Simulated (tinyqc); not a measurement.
Stretching all distances: RHF, UHF, MP2, CISD and CCSD against full CI in the sto-6g basis, for H3+, spin multiplicity 1. Computed by the program tinyqc with PySCF. All coordinates are multiplied by the scale. c0^2 is the weight of the RHF determinant in the lowest singlet FCI state (UHF is spin-contaminated and may lie near states of higher spin) and n(LUMO) the first natural occupation beyond the occupied space.

Geometry (angstrom):
```
atom,x,y,z
H,0.0000,0.0000,0.0000
H,0.0000,0.0000,0.8310
H,0.0000,0.5130,-0.6540
```

Full CI energy (hartree) and errors against it (kcal/mol):
```
scale,distance 1-2 (angstrom),E(FCI),RHF,UHF,MP2,CISD,CCSD,<S^2> UHF,c0^2,n(LUMO)
0.9600,0.7978,-1.240789,16.6448,16.6448,5.2769,0.0000,0.0000,0.0000,0.9785,0.0375
1.2100,1.0055,-1.235140,22.3146,22.3146,7.2416,0.0000,0.0000,0.0000,0.9630,0.0624
1.4500,1.2049,-1.191626,29.0830,25.2080,9.3573,0.0000,0.0000,0.3427,0.9413,0.0943
1.7000,1.4127,-1.137865,37.9739,22.1736,11.7634,0.0000,0.0000,0.6127,0.9094,0.1372
1.9500,1.6204,-1.088289,48.8880,17.9525,13.9966,0.0000,0.0000,0.7707,0.8676,0.1896
2.1900,1.8199,-1.049192,60.8257,14.4620,15.1355,0.0000,0.0000,0.8623,0.8219,0.2450
2.4400,2.0276,-1.017963,73.8007,11.6907,14.0766,0.0000,0.0000,0.9199,0.7750,0.3016
```

What does the comparison show, and why?

UHF parts from RHF first at scale 1.45 of those listed, where <S^2> leaves zero. The weight c0^2 goes from 0.98 to 0.78 and n(LUMO) from 0.04 to 0.30: static correlation grows as the bonds break into open-shell fragments. The spread of the error along the curve, which distorts its shape, is CISD 0.0, CCSD 0.0, MP2 9.9, UHF 13.5, RHF 57.2 kcal/mol. With two electrons CISD and CCSD are exact.
